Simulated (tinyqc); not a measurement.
Plasmons of a degenerate electron gas in the random-phase approximation, step by step. Values are carried at full precision from step to step, so a last printed digit may differ when a step is redone from the rounded ones.

Zero temperature, parabolic band: kF = (3 pi^2 n)^(1/3), EF = c kF^2/m, Ep^2 = 8 pi c e2 n/(m eb), qTF^2 = 6 pi e2 n/(eb EF), c = hbar^2/2m0, e2 = e^2/(4 pi eps0), n in 1/angstrom^3 (1e-24 per 1/cm^3).

Constants: hbar^2/2m0 = 3.80998211 eV angstrom^2; e^2/(4 pi eps0) = 14.39964547 eV angstrom; a0 (Bohr radius) = 0.5291772105 angstrom.

Values chosen for the exercise (a free-electron density near that of Li; the results hold for these values, not for the real material): n = 4.58e+22 1/cm^3 (electron density); m = 1 m0 (mass); eb = 1 (background dielectric constant); q = 0.826 1/angstrom (wave vector); E = 5.06 eV (energy transfer); qp = 0.262 1/angstrom (wave vector of the plasmon).

## Scales of the gas

Also rs = (3/(4 pi n))^(1/3) m/(a0 eb).

kF = 1.1069 1/angstrom
EF = 4.6678 eV
Ep = 7.9468 eV
qTF = 1.6319 1/angstrom
hbar vF = 8.4343 eV angstrom
rs = 3.277

Ep/EF = 1.702. With rs above 1 exchange and correlation, left out here, lower the dispersion noticeably.

## The dielectric function at one point

Lindhard function: eps(q, E)/eb = 1 + (qTF/q)^2 (f1 + i f2) with z = q/(2 kF), u = E/(hbar vF q), hbar vF = 2 c kF/m; f1 = 1/2 + [h(z - u) + h(z + u)]/(8 z), h(x) = (1 - x^2) ln|(x + 1)/(x - 1)|; f2 = pi u/2 for z + u < 1, (pi/(8 z))(1 - (z - u)^2) for |z - u| < 1 < z + u, else 0. Pairs exist for c (q^2 - 2 q kF)/m < E < c (q^2 + 2 q kF)/m.

Give also the loss function Im(-eb/eps).

z, u: [0.3731, 0.7263]

f1, f2: [0.0703, 0.9212]

eps/eb = 1.274+3.596i
loss function = 0.247

The point lies inside the pair continuum, so eps has an imaginary part.

## The plasmon at one wave vector

Solve f1 (qTF/q)^2 = -1 above the continuum, and compare with E^2 = Ep^2 + (3/5)(hbar vF q)^2 + (c q^2/m)^2.

top of the continuum = 2.471 eV
plasmon energy = 8.135 eV
short formula = 8.133 eV

The plasmon lies 5.664 eV above the continuum and 2.4 % above Ep; the short formula errs by -0.02 %.

## Where Landau damping starts

Find qc at which the plasmon meets the top of the continuum, eps(qc, c (qc^2 + 2 qc kF)/m) = 0, and compare with Ep/(hbar vF).

qc = 0.9714 1/angstrom
qc/kF = 0.878
energy there = 11.79 eV
Ep/(hbar vF) = 0.9422 1/angstrom

The simple estimate is 0.970 times qc.

## Checks

- F-sum of the loss function at q = 1.3 qc over (pi/2) Ep^2 against 1: both 1.00.
- f1 at E = 0 and z = 0.6 against the static Lindhard function: both 0.86968.

Program tinyqc; command `OMP_NUM_THREADS=1 python tinyqc.py 1680615 1680616 out.jsonl`; about 0.01 s on one thread of a shared Intel(R) Xeon(R) Processor @ 2.30GHz.
